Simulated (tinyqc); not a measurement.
Changing the misalignment of the mask: anisotropic wet etching of Si(100): plane rates, V-grooves, membranes and undercut. Computed by tinyqc, a small Python program. Command: `OMP_NUM_THREADS=1 python tinyqc.py 3001380 3001381 out.jsonl wetetch sweep`. One thread of a shared host (Intel(R) Xeon(R) Processor @ 2.30GHz), about 0.01 s of CPU time with the checks.

A long slot opens the mask on a (100) wafer. The floor etches at R100; (111) walls stand at theta = arctan(sqrt2) = 54.7356 degrees to the surface and recede at R111 along their normal.

Inputs (values chosen for the exercise, close to those used for potassium hydroxide solutions):
```
quantity                                                                    value    unit
prefactor k0 of the (100) rate                                            4.5e+08  um/min
activation energy of (100), E                                               0.591      eV
ratio (100)/(111) at 80 C                                                     180       -
extra energy of (111), dE                                                   0.077      eV
ratio (100)/oxide at 80 C                                                     230       -
extra energy of the oxide, dE_ox                                             0.24      eV
corner undercut rate over (100) rate, c                                       2.8       -
bath temperature T                                                             40       C
width w (mask opening along <110>, or membrane width in the design step)       41      um
etch time t                                                                    41     min
wafer thickness d                                                             675      um
membrane thickness wanted                                                      18      um
```

Constants: k_B = 8.617333262e-05 eV/K.

Method:
- R100 = k0 exp(-E/(k_B T)); a ratio given at 80 C scales as exp[(extra energy/k_B)(1/T - 1/353.15 K)]; R111 and R_ox follow by division.
- Temperatures in kelvin are T(C) + 273.15.
- A misaligned edge exposes ledges and adds R100 sin(misalignment) to the lateral rate (a simple estimate): u = R111/sin(theta) + R100 sin(misalignment). Top width W = w + 2 u t; floor width b = W - 2 z/tan(theta) = W - sqrt2 z. The floor lasts until b = 0, at t_V = w/(sqrt2 R100 - 2u); depth z = R100 t before t_V and W/sqrt2 after.
- Etch depth d - membrane, time = depth/R100; for a membrane as wide as w the opening must be w + sqrt2 depth - 2 u time; oxide mask consumed R_ox x time; a 1 K error changes the depth by the fraction E/(k_B T^2); a convex mask corner, such as that of a mesa, would retreat by c x depth.

One run for each value:
```
misalignment of the mask (degrees)  lateral rate u (um/min)  top width W (um)  opening needed (um)
0.0                                                0.000683            41.056               963.67
0.1                                                0.000925            41.076               961.37
0.2                                                0.001166            41.096               959.08
0.5                                                0.001892            41.155               952.20
1.0                                                0.003102            41.254               940.73
1.5                                                0.004311            41.353               929.27
2.0                                                0.005520            41.453               917.81
3.0                                                0.007936            41.651               894.90
5.0                                                0.012763            42.047               849.14
```

Describe and explain the trends.

Over the rows, lateral rate u (um/min) rises from 6.83e-4 to 0.0128; top width W (um) rises from 41.1 to 42.0; opening needed (um) falls from 964 to 849. Misalignment matters once sin(angle) reaches R111/(R100 sin theta), so a high anisotropy demands tight alignment.

Caution (all rows): the remaining silicon is too narrow for its thickness to act as a membrane. Caution (all rows): rates also depend on concentration, doping, additives and stirring, all held fixed here.
